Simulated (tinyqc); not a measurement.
Inside a calculation: bond-orbital model of a tetrahedral semiconductor (Harrison's universal couplings). Values are carried at full precision from step to step, so a last printed digit may differ when a step is redone from the rounded ones.

Hybrid level eh = (es + 3 ep)/4; metallic energy V1 = (ep - es)/4 for each atom; covalent energy V2 = 3.22 hbar^2/(m d^2); polar energy V3 = (ehc - eha)/2; hbar^2/m = 2c, c = hbar^2/2m0. Polarity ap = V3/sqrt(V2^2 + V3^2), covalency ac = V2/sqrt(V2^2 + V3^2). p-p coupling at Gamma Exx = (4/3)(2.22 - 2 x 0.63) hbar^2/(m d^2) = 1.28 hbar^2/(m d^2), s-s coupling Ess = 4 x 1.32 hbar^2/(m d^2).

Constants: hbar^2/2m0 = 3.80998211 eV angstrom^2.

Values chosen for the exercise (near tabulated values for InSb; the model gives trends, and its gaps can be far from the real ones; not measured data): esc = -10.22 eV (s level, cation); epc = -5.35 eV (p level, cation); esa = -16.2 eV (s level, anion); epa = -8.09 eV (p level, anion); d = 2.8 angstrom (bond length); Z = 5 (valence electrons of the anion).

## The three energies

Form the hybrid levels, V1, V2 and V3.

hbar^2/(m d^2) = 0.9719 eV

hybrid levels (eV): cation -6.5675, anion -10.1175

V1 (eV): cation 1.2175, anion 2.0275

V2, V3 (eV): 3.1296  1.7750

## Bond and antibond

The 2 x 2 problem [[ehc, -V2], [-V2, eha]] gives (ehc + eha)/2 -/+ sqrt(V2^2 + V3^2); ap = V3/sqrt(V2^2 + V3^2), ac = V2/sqrt(V2^2 + V3^2); the bond has weight (1 + ap)/2 on the anion.

levels (eV): bond -11.9404, antibond -4.7446

ap = 0.4933
ac = 0.8698
weight on the anion = 0.7467

## Charges

With dZ = Z - 4: effective charge Z* = 4 ap - dZ (positive on the cation); transverse charge eT* = Z* + (8/3) ap ac^2.

Z* = 0.973 e
eT* = 1.969 e

Charge that flows along the bonds as they stretch adds 1.00 e to the static value.

## Metallicity and a gap from the bond picture

Neighbouring bonds couple through V1: averaged V1b = V1c (1 - ap)/2 + V1a (1 + ap)/2 for the bond band and V1x = V1c (1 + ap)/2 + V1a (1 - ap)/2 for the antibond band. The top of the bond band lies V1b above the bond level and the bottom of the antibond band 3 V1x below the antibond level, so the gap is 2 sqrt(V2^2 + V3^2) - V1b - 3 V1x; metallicity am = (V1b + 3 V1x)/(2 sqrt(V2^2 + V3^2)).

V1b, V1x (eV): 1.8223  1.4227

gap = 1.105 eV
am = 0.846

The gap closes where am reaches one. The model gives trends; its gap can miss the real one by a factor of two to five, most in ratio for narrow gaps and most in eV for first-row compounds.

## Band edges at Gamma

Ev is the lower root of [[epa, Exx], [Exx, epc]] and the s-like conduction level the upper root of [[esa, Ess], [Ess, esc]], with Exx = 1.28 u and Ess = 5.28 u, u = hbar^2/(m d^2).

Exx, Ess (eV): 1.2441  5.1318

Ev = -8.571 eV
s-like conduction level = -7.271 eV
E0 gap = 1.300 eV

Universal couplings give the trend of E0 from compound to compound, not its value; it can miss by several eV and by a factor of two or more, and spin-orbit coupling is left out.

## Checks

- Bond level from the formula against the 2 x 2 matrix: both -11.9404.

tinyqc: `OMP_NUM_THREADS=1 python tinyqc.py 1452705 1452706 out.jsonl`; about 0.01 s, one thread, shared Intel(R) Xeon(R) Processor @ 2.30GHz.
